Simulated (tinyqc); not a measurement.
# Q-state Potts model on a small periodic square lattice: enumeration, Metropolis, heat-bath and Wolff steps, step by step

A worked calculation. Computed by tinyqc, a small Python program that keeps every step. Command: `OMP_NUM_THREADS=1 python tinyqc.py 3111643 3111644 out.jsonl potts walk`. One thread of a shared host (Intel(R) Xeon(R) Processor @ 2.30GHz), about 0.04 s of CPU time with the checks. Intermediate numbers are printed to about 7 digits and carried at full precision; extremes and crossings named in words are read from the listed rows.

E = -J x (number of nearest-neighbour bonds with equal states); n x n sites with periodic edges have 2 n^2 bonds. Order parameter m = (q f - 1)/(q - 1), f being the largest share of one state. Sites are numbered row by row from 0. Here q = 4 and n = 3.

Inputs (values chosen for the exercise, for a model of domains or grain orientations): number of states q = 4; edge n = 3; coupling J = 45 meV; temperature T = 368 K; seed = 833241.

Update: Wolff cluster.

Constants: k_B = 8.617333262e-05 eV/K.

## Scales

K = J/(k_B T); the infinite square lattice orders at K_c = ln(1 + sqrt(q)); Wolff bond probability p = 1 - exp(-K).

K = 1.419031

K_c = 1.098612

T_c of the infinite lattice = 475.3299 K

p = 0.7580516

## Density of states

All q^(n^2) states are counted by their number b of equal bonds; weights g(b) exp(K b), K = J/(k_B T). Per site: u = -J <b>/n^2, c/k_B = K^2 (<b^2> - <b>^2)/n^2.

States by number of equal bonds:
```
b    g(b)   probability
0    1056  1.897166e-09
1    6048  4.490870e-08
2   26568  8.153701e-07
3   45360  5.753687e-06
4   63936  3.351937e-05
5   48384  1.048406e-04
6   34884  3.124145e-04
7   19872  7.355694e-04
8   10368  1.586187e-03
9    2784  1.760377e-03
10   2052  5.362794e-03
11    432  4.666322e-03
12    288  1.285762e-02
14    108  8.236570e-02
18      4  8.902080e-01
```

The most probable level has b = 18 of 18 bonds.

## Exact averages

ln Z = ln sum g(b) exp(K b); entropy per site s/k_B = (ln Z - K <b>)/n^2.

<b> = 17.47235

energy u = -87.36174 meV/site

heat capacity c = 0.5672183 k_B/site

entropy s = 0.2501500 k_B/site

## Order parameter

The same sums with m: <m> and the Binder ratio U = 1 - <m^4>/(3 <m^2>^2).

<m> = 0.9771653

Binder ratio U = 0.6611331

## One Wolff cluster

start states:
$$\begin{pmatrix}
3 & 0 & 2 \\
2 & 2 & 2 \\
0 & 1 & 3
\end{pmatrix}$$

random numbers, used in turn: [0.8058, 0.5735, 0.0579, 0.6492, 0.0293, 0.3607, 0.7994, 0.8501, 0.1221, 0.1849, 0.7149, 0.1816, 0.3499, 0.1095, 0.2015, 0.6608, 0.3814, 0.8150, 0.8338, 0.0513, 0.0108, 0.6224, 0.9232, 0.5843, 0.9309, 0.5500, 0.9858, 0.0737, 0.5896, 0.2369, 0.4929, 0.8817, 0.7116, 0.8698, 0.4637, 0.0359, 0.7390, 0.6843]

Seed site = floor(r n^2); new state = (old + 1 + floor(r (q - 1))) mod q. Sites are taken first in, first out; each neighbour (right, left, below, above) with the seed state and not yet in the cluster joins if the next r < p. The cluster then takes the new state.

Bonds tested:
```
from  to  r              result
-      -  -  no equal neighbour
```

seed site = 7

cluster size = 1

states afterwards:
$$\begin{pmatrix}
3 & 0 & 2 \\
2 & 2 & 2 \\
0 & 3 & 3
\end{pmatrix}$$

## A longer run and its error bar

After 400 updates are discarded, b is recorded for 4000 cluster flips of the update named (random numbers not printed, so these rows are one sample). Records are averaged in blocks; the error is the scatter of block means over sqrt(number of blocks), and the last column its square over that for single records.

Blocking:
```
block length  mean b       error  variance ratio
1             17.441  0.02528912        1.000000
4             17.441  0.04326825        2.927326
16            17.441  0.05611414        4.923536
40            17.441  0.06210991        6.031904
100           17.441  0.06470822        6.547137
```

The run gives 17.441 +/- 0.062 (blocks of 40) against the exact 17.472, a difference of 0.5 error bars. Single records understate the error by a factor of about 2.5, because successive records are correlated.

## Across the transition

m and U = 1 - <m^4>/(3 <m^2>^2) from the same sums; K = K_c T_c/T.

Exact values for this lattice:
```
T/T_c  share of equal bonds  c (k_B/site)        <m>          U
0.50              0.9990290      0.038739  0.9993347  0.6665458
0.70              0.9855281      0.326874  0.9892186  0.6642856
0.85              0.9455653      0.902652  0.9555156  0.6547981
0.95              0.8929697      1.406261  0.9071940  0.6385949
1.00              0.8584398      1.619626  0.8740391  0.6260983
1.10              0.7787046      1.828643  0.7945574  0.5916323
1.25              0.6591590      1.590379  0.6697863  0.5230879
1.50              0.5211333      0.869952  0.5193403  0.4149182
2.00              0.4058923      0.286266  0.3912092  0.3231742
3.00              0.3364312      0.082426  0.3175877  0.3012311
```

c is largest, 1.83 k_B, at T/T_c = 1.1: on so small a lattice the transition is a broad bump. At T_c the infinite lattice has a share (1 + 1/sqrt(q))/2 = 0.750 of equal bonds, against 0.858 here. <m> stays at 0.32 at 3 T_c, since the largest share among 9 sites always exceeds 1/q on average.

Checks made by the program: number of states (relative difference below 1e-10).
